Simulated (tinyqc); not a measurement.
# From acoustic rate back to acoustic deformation potential D_A

Model: scattering rates of a carrier in a spherical band by Fermi's golden rule. Computed by tinyqc, a small Python program. Command: `OMP_NUM_THREADS=1 python tinyqc.py 3002441 3002442 out.jsonl scatter inv`. One thread of a shared host (Intel(R) Xeon(R) Processor @ 2.30GHz), about 0.01 s of CPU time with the checks.

All processes here are isotropic or elastic, and the rate listed is the momentum relaxation rate.

Inputs (values chosen for the exercise, modelled on electrons in silicon):

| quantity | value | unit |
|---|---|---|
| density-of-states mass of one valley m | 0.32 | m_0 |
| non-parabolicity alpha | 0.5 | 1/eV |
| density rho | 2329 | kg/m^3 |
| sound velocity v_l | 9080 | m/s |
| temperature T | 350 | K |
| carrier energy E | 10 | meV |

Crystal: non-polar. Band: Kane. Impurity formula: Brooks-Herring. Further scattering: none.

Constants: k_B = 1.380649e-23 J/K; e = 1.602176634e-19 C; hbar = 1.054571817e-34 J s; m_0 = 9.1093837015e-31 kg.

Method. Kane band: hbar^2 k^2/(2 m) = E (1 + alpha E), speed v = hbar k/(m (1 + 2 alpha E)), states per spin, volume and energy g(E) = m k (1 + 2 alpha E)/(2 pi^2 hbar^2); overlap factors are set to 1. Masses are multiplied by m_0 and all formulas are in SI units. Acoustic deformation potential (elastic, equipartition, absorption and emission together): 1/tau = 2 pi k_B T D_A^2 g(E)/(hbar rho v_l^2).

Problem. A run gave the result below. Find the acoustic deformation potential D_A, known to lie between 8.4 and 20 eV.

acoustic rate = 1.447097e+12 1/s

Solution.

Each step takes the trial c = (a f_b - b f_a)/(f_b - f_a), f being the result less the target and a, b, c the logarithms of the listed values; c replaces end b, the old b replaces a if the sign of f changed, and otherwise f_a is halved.

Scan of the range:

| acoustic deformation potential D_A (eV) | acoustic rate (1/s) |
|---|---|
| 8.40 | 1.05820e+12 |
| 9.71 | 1.41400e+12 |
| 11.20 | 1.88125e+12 |
| 13.00 | 2.53452e+12 |
| 15.00 | 3.37436e+12 |
| 17.30 | 4.48850e+12 |
| 20.00 | 5.99887e+12 |

False position (Illinois rule, in the logarithm of the input) inside the bracket:

| step | end a | end b | trial | acoustic rate (1/s) |
|---|---|---|---|---|
| 1 | 9.7100 | 11.2000 | 9.80870 | 1.44289e+12 |
| 2 | 11.2000 | 9.8087 | 9.82120 | 1.44657e+12 |
| 3 | 11.2000 | 9.8212 | 9.82434 | 1.44749e+12 |
| 4 | 9.8212 | 9.8243 | 9.82300 | 1.44710e+12 |
| 5 | 9.8243 | 9.8230 | 9.82300 | 1.44710e+12 |

Acoustic rate rises at every point of a 13-point scan of the range (every second point is shown), so one value fits; it is bracketed by 9.71 and 11.2. The scan shows a pure power law with exponent 2.000, so scaling from any one row also gives the answer directly. Answer: acoustic deformation potential D_A = 9.823 eV.
